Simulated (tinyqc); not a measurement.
# Tunnelling through a two-layer gate stack, WKB transmission and Tsu-Esaki current: effect of temperature

Electrons leave the emitter at x = 0. Energies E (motion across the layers) are in eV from the emitter Fermi level; the collector Fermi level lies at -V and offers states at every E. No charge in the dielectric and no image force: F1 = V/(t1 + t2 eps1/eps2), F2 = F1 eps1/eps2; U = phi1 - F1 x in layer 1 and phi2 - F1 t1 - F2 (x - t1) in layer 2. With C = hbar^2/(2 m0), kappa = sqrt(m (U - E)/C) where U > E and 0 elsewhere; T(E) = exp(-S), S = 2 times the integral of kappa over x.

Each layer adds (2/F) sqrt(m/C) [G(u at its left edge) - G(u at its right edge)] to S, with u = U - E (0 where negative) and G(u) = (2/3) u^1.5. J = J0 times the integral of T(E) N(E) dE, N = ln[(1 + exp(-E/Vt))/(1 + exp((-E - V)/Vt))], J0 = q^2 me m0 kB T/(2 pi^2 hbar^3) (times 1e-4 for A/cm^2 per eV), from E = -Ef to far above the barrier (T = 1 there), by quadrature converged to the digits shown. The share over the barrier is that of energies above the highest band edge; 0 means below 1e-6 %.

Parameters, values chosen for the exercise; layer 1 close to silicon dioxide, layer 2 close to aluminium oxide: Fermi energy of the emitter above its band bottom Ef = 0.34 eV; emitter mass in the supply function me = 0.45 m0; barrier of layer 1 above the emitter Fermi level at zero bias phi1 = 3.1 eV; tunnelling mass of layer 1 m1 = 0.5 m0; thickness of layer 1 t1 = 0.7 nm; relative permittivity of layer 1 eps1 = 3.71; barrier of layer 2 at zero bias phi2 = 2.69 eV; tunnelling mass of layer 2 m2 = 0.4 m0; thickness of layer 2 t2 = 2.5 nm; relative permittivity of layer 2 eps2 = 9.17; voltage across the dielectric V = 0.8 V.

Constants: q = 1.602176634e-19 C, kB = 1.380649e-23 J/K, hbar = 1.054571817e-34 J s, m0 = 9.1093837015e-31 kg, Vt = kB T/q, hbar^2/(2 m0) = 0.0380998212 eV nm^2. Results are converted to the units shown.

Result of one run:
```
J (A/cm^2)  mean E of the current (eV)  share over the barrier (%)
1.055e-6                       -0.1643                           0
```

Which temperature T gave this result: 50, 100, 200, 300 or 750 K?

T = 300 K.

The whole series:
```
T (K)  J (A/cm^2)  mean E of the current (eV)  share over the barrier (%)
50       9.789e-7                     -0.1780                           0
100      9.852e-7                     -0.1768                           0
200      1.011e-6                     -0.1722                           0
300      1.055e-6                     -0.1643                           0
400      1.120e-6                     -0.1529                           0
500      1.211e-6                     -0.1374                           0
600      1.333e-6                     -0.1170                           0
750      1.603e-6                    -0.07203                     2.80e-6
```

Between 50 and 300 K the current changes by a factor of 1.08, and between 300 and 750 K by 1.52; the mean energy of the current rises from -0.178 to -0.0720 eV. The transmission grows by a factor e over d = 0.142 eV near E = 0, equal to kB T/q at 1650 K: far below that temperature the thermal tail adds little. In every row a layer is thinner than 0.8 nm, a few atomic planes, where an effective mass is a rough description.

Numbers from tinyqc (`OMP_NUM_THREADS=1 python tinyqc.py 2540104 2540105 out.jsonl`; about 0.05 s on one thread of a shared Intel Xeon 2.30GHz).
